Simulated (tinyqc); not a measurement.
Crystal pulling from the melt: segregation, interface stability, heat balance and point-defect regime: one step, computed by the program tinyqc.

A dilute solute; steady pulling with a flat interface unless it is found unstable.

Problem. Constitutional supercooling. Liquidus slope per concentration (van 't Hoff): |m| = k_B T_m^2 (1 - k0)/L. Solute gradient at the interface: G_C = (V/D) C_s (1 - k0)/k0. Constitutional supercooling sets in when |m| G_C > G_L. Critical C_s from the equality.

Inputs (values chosen for the exercise, modelled on aluminium in silicon):

| quantity | value | unit |
|---|---|---|
| equilibrium coefficient k0 | 0.002 | - |
| diffusivity in the melt D | 0.00028 | cm^2/s |
| pull rate V | 0.41 | mm/min |
| gradient in the melt G_L | 3.7 | K/cm |
| latent heat per volume L | 4100 | J/cm^3 |
| melting point T_m | 1685 | K |

C_s = 9.883248e+15 1/cm^3

Constants: k_B = 1.380649e-23 J/K.

Give: |m|; |m| G_C; critical C_s; ratio |m| G_C/G_L.

Solution.

|m| = 9.542e-21 K cm^3

|m| G_C = 0.1148 K/cm

critical C_s = 3.184e+17 1/cm^3

ratio |m| G_C/G_L = 0.03104

The interface is stable by this test, with a margin of 32.
